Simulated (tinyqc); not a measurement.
Width and zero-phonon weight against temperature: configuration-coordinate model of a defect: Huang-Rhys factor and luminescence line shape. Computed by tinyqc, a small Python program. Command: `OMP_NUM_THREADS=1 python tinyqc.py 3016856 3016857 out.jsonl ccline walk`. One thread of a shared host (Intel(R) Xeon(R) Processor @ 2.30GHz), about 0.01 s of CPU time with the checks.

Ground state E_g(Q) = (1/2) omega_g^2 Q^2; excited state E_e(Q) = E_0 + (1/2) omega_e^2 (Q - dQ)^2 with E_0 = E_ZPL - (hbar omega_e - hbar omega_g)/2. Q is mass-weighted; the dipole does not depend on Q (Condon approximation).

Inputs (values chosen for the exercise, for a model defect in a wide-gap host): zero-phonon energy E_ZPL = 1.65 eV; displacement dQ = 1.48 u^(1/2) angstrom; ground-state phonon hbar omega_g = 25.4 meV; excited-state phonon hbar omega_e = 21.1 meV.

Modes: different frequencies.

Constants: hbar^2/u = 4.18015928e-03 eV angstrom^2; k_B = 8.617333262e-05 eV/K.

Method:
- S = hbar omega dQ^2/(2 hbar^2/u) for each state; relaxation energy S hbar omega; absorption at E_0 + S_e hbar omega_e, emission at E_0 - S_g hbar omega_g; the Stokes shift is their difference.
- Overlaps <m_e|n_g> of harmonic-oscillator functions (Hermite recursion, positive leading coefficients) by a sum over an even grid (700 points from x = -9 to 9 + d for the small table, 1500 points from -16 to 16 + d for the thermal sums), with x = Q sqrt(omega_g/hbar), d = sqrt(2 S_g) and frequency ratio omega_e/omega_g.
- Initial levels m = 0..24 carry Boltzmann weights exp(-m hbar omega_e/k_B T), normalised; final levels n = 0..79; a line lies at E_ZPL + m hbar omega_e - n hbar omega_g with weight w_m <m|n>^2. Moments are taken over these weights without the E^3 factor; FWHM = 2 sqrt(2 ln 2) x standard deviation; the zero-phonon weight is w_0 <0|0>^2, since the other m -> m lines are offset by m (hbar omega_e - hbar omega_g).
- For comparison: FWHM(0) sqrt(coth(hbar omega_e/2 k_B T)) with FWHM(0) from the first row, and exp(-S_g coth(hbar omega_e/2 k_B T)).

S_g = 6.65479

Against temperature:
```
T (K)  mean energy (eV)  FWHM (eV)  coth law (eV)  zero-phonon weight  exp(-S coth)
12               1.4807    0.16947        0.16947           0.0023728    1.2878e-03
37               1.4807    0.16970        0.16970           0.0023696    1.2651e-03
73               1.4806    0.17552        0.17550           0.0022899    7.9543e-04
120              1.4800    0.19320        0.19314           0.0020644    1.7635e-04
200              1.4788    0.22964        0.22943           0.0016753    5.0480e-06
290              1.4772    0.26882        0.26838           0.0013528    5.6499e-08
420              1.4748    0.31916        0.31829           0.0010482    6.3953e-11
```

What does the comparison show, and why?

The width grows by a factor 1.88, flat while k_B T is well below hbar omega and as sqrt(T) above; the coth law, exact only for equal frequencies, misses by at most 0.27 %. The mean energy moves by -6.0 meV because the frequencies differ. The zero-phonon weight goes from 0.00237 to 0.00105, against 0.00129 to 6.40e-11 for the exponential rule, which assumes many modes of equal frequency in both states.
